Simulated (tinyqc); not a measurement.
CCSD on RHF in the 6-31g basis, for H2, spin multiplicity 1, step by step. Computed by tinyqc, a small Python program that keeps every step (integrals from PySCF). Settings: charge = 0, multiplicity = 1, basis = 6-31g, method = RHF, energy threshold = 1e-10, iteration cap = 57, orthogonalisation = canonical, start = atomic densities, DIIS depth = 6, amplitude equations = CCSD, DIIS depth for amplitudes = 6, cap on updates = 55. Command: `OMP_NUM_THREADS=1 python tinyqc.py 30614 30615 out.jsonl` (the two numbers bound the seeds that draw the settings). One thread of a shared host (Intel(R) Xeon(R) Processor @ 2.60GHz), about 0.2 s of CPU time with the checks. The early iterations of the SCF are left out here.

## One-electron integrals

Geometry (angstrom):
```
atom         x         y         z
H     0.000000  0.000000  0.000000
H     0.000000  0.000000  0.903000
```

Basis 6-31g: exponents (1/bohr^2) and contraction coefficients of normalised primitives:
```
element  l (shell)   exponent  coefficient
H            s (1)  18.731137     0.033495
H            s (1)   2.825394     0.234727
H            s (1)   0.640122     0.813757
H            s (2)   0.161278     1.000000
```

Overlap, kinetic and nuclear-attraction integrals over the contracted functions; the nuclear repulsion is the sum of Za Zb / Rab.

nuclear repulsion = 0.58602127 hartree

overlap S, lower triangle:
```
          1H 1s     1H 2s     2H 1s     2H 2s
1H 1s  1.000000
1H 2s  0.658292  1.000000
2H 1s  0.320735  0.448954  1.000000
2H 2s  0.448954  0.790721  0.658292  1.000000
```

kinetic energy T (hartree), lower triangle:
```
          1H 1s     1H 2s     2H 1s     2H 2s
1H 1s  1.395678
1H 2s  0.259735  0.241917
2H 1s  0.086078  0.131662  1.395678
2H 2s  0.131662  0.161344  0.259735  0.241917
```

nuclear attraction V (hartree), lower triangle:
```
           1H 1s      1H 2s      2H 1s      2H 2s
1H 1s  -2.236797
1H 2s  -1.117556  -1.126952
2H 1s  -0.667301  -0.788834  -2.236797
2H 2s  -0.788834  -0.939434  -1.117556  -1.126952
```

core Hamiltonian H = T + V (hartree), lower triangle:
```
           1H 1s      1H 2s      2H 1s      2H 2s
1H 1s  -0.841119
1H 2s  -0.857820  -0.885036
2H 1s  -0.581222  -0.657171  -0.841119
2H 2s  -0.657171  -0.778089  -0.857820  -0.885036
```

## Two-electron integrals

Functions are numbered as in S; the eight-fold symmetry (ij|kl) = (ji|kl) = (kl|ij) leaves the list below.

Two-electron integrals (ij|kl) in chemists' order, unique and non-zero (hartree):
```
(11|11) 1.076566   (21|11) 0.578470   (21|21) 0.329423   (22|11) 0.587396
(22|21) 0.361304   (22|22) 0.453150   (31|11) 0.270304   (31|21) 0.156115
(31|22) 0.174151   (31|31) 0.097033   (32|11) 0.277454   (32|21) 0.171061
(32|22) 0.212906   (32|31) 0.113700   (32|32) 0.152142   (33|11) 0.567505
(33|21) 0.358986   (33|22) 0.463265   (33|31) 0.270304   (33|32) 0.385930
(33|33) 1.076566   (41|11) 0.385930   (41|21) 0.220895   (41|22) 0.244227
(41|31) 0.113700   (41|32) 0.127830   (41|33) 0.277454   (41|41) 0.152142
(42|11) 0.435555   (42|21) 0.270036   (42|22) 0.344773   (42|31) 0.146375
(42|32) 0.190076   (42|33) 0.435555   (42|41) 0.190076   (42|42) 0.283327
(43|11) 0.358986   (43|21) 0.225857   (43|22) 0.292814   (43|31) 0.156115
(43|32) 0.220895   (43|33) 0.578470   (43|41) 0.171061   (43|42) 0.270036
(43|43) 0.329423   (44|11) 0.463265   (44|21) 0.292814   (44|22) 0.391185
(44|31) 0.174151   (44|32) 0.244227   (44|33) 0.587396   (44|41) 0.212906
(44|42) 0.344773   (44|43) 0.361304   (44|44) 0.453150
```

## Orthogonalisation

S = U s U^T; canonical form X = U s^(-1/2), so that X^T S X = 1. Each column of U has its largest component positive (the first on a tie).

eigenvalues of S: 0.129559  0.423821  0.758985  2.687635

X:
```
               1          2          3         4
1H 1s  -0.699137   0.843999   0.758510  0.271491
1H 2s   1.835877  -0.683674   0.288855  0.335157
2H 1s   0.699137   0.843999  -0.758510  0.271491
2H 2s  -1.835877  -0.683674  -0.288855  0.335157
```

## Iteration 5 (converged): orbitals

converged F (hartree), lower triangle:
```
           1H 1s      1H 2s      2H 1s      2H 2s
1H 1s   0.050081
1H 2s  -0.456036  -0.324908
2H 1s  -0.468275  -0.453776   0.050081
2H 2s  -0.453776  -0.370271  -0.456036  -0.324908
```

Diagonalise F' = X^T F X, C = X C', fill 1 alpha and 1 beta electrons from the bottom; D = 2 C_occ C_occ^T. Each column has its largest component positive (the first on a tie).

F' = X^T F X (hartree), lower triangle:
```
           1          2         3          4
1   0.824128
2   0.000000   0.854265
3  -0.507041   0.000000  0.602049
4   0.000000  -0.050043  0.000000  -0.548969
```

orbital energies (hartree): MO1 -0.550751, MO2 0.194031, MO3 0.856047, MO4 1.232145

coefficients C:
```
            MO1        MO2        MO3        MO4
1H 1s  0.301360   0.152631   0.833801  -1.020213
1H 2s  0.310609   1.376001  -0.695171   1.249200
2H 1s  0.301360  -0.152631   0.833801   1.020213
2H 2s  0.310609  -1.376001  -0.695171  -1.249200
```

D after iteration 5, lower triangle:
```
          1H 1s     1H 2s     2H 1s     2H 2s
1H 1s  0.181636
1H 2s  0.187211  0.192956
2H 1s  0.181636  0.187211  0.181636
2H 2s  0.187211  0.192956  0.187211  0.192956
```

## Convergence

Stop when the energy changes by less than 1e-10 hartree and every element of the error matrix X^T (F D S - S D F) X is below 3e-06.

Course of the cycle:
```
iteration  E (hartree)     change  largest element of the error matrix
1          -0.77485557          -                             1.54e-01
2          -1.11082843  -3.36e-01                             3.11e-02
3          -1.11122200  -3.94e-04                             5.26e-03
4          -1.11123359  -1.16e-05                             1.98e-06
5          -1.11123359  -1.39e-12                             7.98e-07
```

PySCF RHF in the same basis = -1.11123359 hartree

Converged in 5 iterations.

## Integrals over molecular orbitals

(pq|rs) = sum C_ip C_jq C_kr C_ls (ij|kl), one index at a time.

one-electron integrals over orbitals h = C^T H C (hartree), lower triangle:
```
           1          2          3         4
1  -1.146504
2   0.000000  -0.585650
3  -0.146522   0.000000  -0.072580
4   0.000000   0.200114   0.000000  0.148071
```

Two-electron integrals over orbitals (pq|rs), unique and non-zero (hartree):
```
(11|11) 0.595753    (21|21) 0.097280    (22|11) 0.438480    (22|22) 0.394830
(31|11) 0.146522    (31|22) 0.061459    (31|31) 0.100186    (32|21) -0.002876
(32|32) 0.034714    (33|11) 0.514406    (33|22) 0.393402    (33|31) 0.119340
(33|33) 0.468614    (41|21) -0.081092   (41|32) -0.038971   (41|41) 0.120584
(42|11) -0.140603   (42|22) -0.065571   (42|31) -0.079122   (42|33) -0.111159
(42|42) 0.077398    (43|21) -0.106014   (43|32) -0.022071   (43|41) 0.125904
(43|43) 0.156045    (44|11) 0.602329    (44|22) 0.446863    (44|31) 0.182535
(44|33) 0.539479    (44|42) -0.166090   (44|44) 0.670146
```

## CCSD: starting amplitudes

t_ij^ab = <ij||ab> / (e_i + e_j - e_a - e_b), whose energy is MP2.

Starting amplitudes (spin orbitals 1a, 1b, ...; amplitudes related by a flip of all spins are not repeated):
```
from      to          t
1a 1b  2a 2b  -0.065307
1a 1b  3a 3b  -0.035608
1a 1b  4a 4b  -0.033817
1a 1b  2a 4b   0.032081
```

correlation energy = -0.01920137 hartree

## CCSD: amplitude update 1

t_i^a D_i^a and t_ij^ab D_ij^ab are set to the remaining terms of the spin-orbital equations, evaluated with the old amplitudes; for the doubles these are <ij||ab> + 1/2 <ab||ef> t_ij^ef + 1/2 <mn||ij> t_mn^ab + P(ij)P(ab) <mb||ej> t_im^ae + terms in t^2 + terms with t1, D the orbital-energy denominators.

Amplitudes after update 1 (spin orbitals 1a, 1b, ...; amplitudes related by a flip of all spins are not repeated):
```
from      to          t
1a 1b  2a 2b  -0.092611
1a 1b  2a 4b   0.044898
1a 1b  3a 3b  -0.042215
1a 1b  4a 4b  -0.039828
1a        3a   0.005511
```

correlation energy = -0.02531978 hartree

## CCSD: amplitude update 2

As before.

Amplitudes after update 2 (spin orbitals 1a, 1b, ...; amplitudes related by a flip of all spins are not repeated):
```
from      to          t
1a 1b  2a 2b  -0.104133
1a 1b  2a 4b   0.050256
1a 1b  3a 3b  -0.042999
1a 1b  4a 4b  -0.041002
1a        3a   0.008318
```

correlation energy = -0.02752583 hartree

## CCSD: convergence

E_corr = 1/4 sum <ij||ab> t_ij^ab + 1/2 sum <ij||ab> t_i^a t_j^b; stop when the norm of the change is below 1e-8.

Course of the amplitude iterations:
```
update  correlation energy (hartree)  norm of the change
0                        -0.01920137                   -
1                        -0.02531978            6.84e-02
2                        -0.02752583            2.80e-02
3                        -0.02901591            1.19e-02
4                        -0.02899993            4.50e-04
5                        -0.02900089            2.49e-05
6                        -0.02900048            3.37e-06
7                        -0.02900052            3.16e-07
8                        -0.02900051            1.12e-07
9                        -0.02900051            4.40e-10
```

Converged amplitudes (spin orbitals 1a, 1b, ...; amplitudes related by a flip of all spins are not repeated):
```
from      to          t
1a 1b  2a 2b  -0.112788
1a 1b  2a 4b   0.054188
1a 1b  3a 3b  -0.042480
1a 1b  4a 4b  -0.041423
1a        3a   0.010337
```

CCSD total energy = -1.14023410 hartree

T1 diagnostic, norm of the one-spin t1 over sqrt(correlated electrons) = 0.007309

Converged in 9 updates, with DIIS from the third.
